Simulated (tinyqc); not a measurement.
Solubility, supersaturation, precipitation and gettering of an impurity in a silicon-like host: one step, computed by the program tinyqc.

The wafer was saturated at T1 and is then held at T.

Question. Denuded zone. Near a surface held at C_eq(T) the excess decays by out-diffusion over sqrt(D t) and by capture over L_s = sqrt(D tau_f) = (4 pi n r_f)^(-1/2); the shorter length sets the depth from which the surface draws.

Inputs (values chosen for the exercise, modelled on copper in silicon):
```
quantity                      value        unit
temperature of saturation T1   1250           K
anneal temperature T           1031           K
anneal time t                   1.9           s
wafer thickness w               625  micrometre
```

Gettering: relaxation gettering at sinks.

D(T) = 4.314747e-05 cm^2/s

tau_f = 1.027182 s

Give: sqrt(D t); capture length L_s; L_s/w.

Answer.

sqrt(D t) = 90.54 micrometre

capture length L_s = 66.57 micrometre

L_s/w = 0.1065

The sinks catch the impurity before it reaches a surface, except within L_s of it.
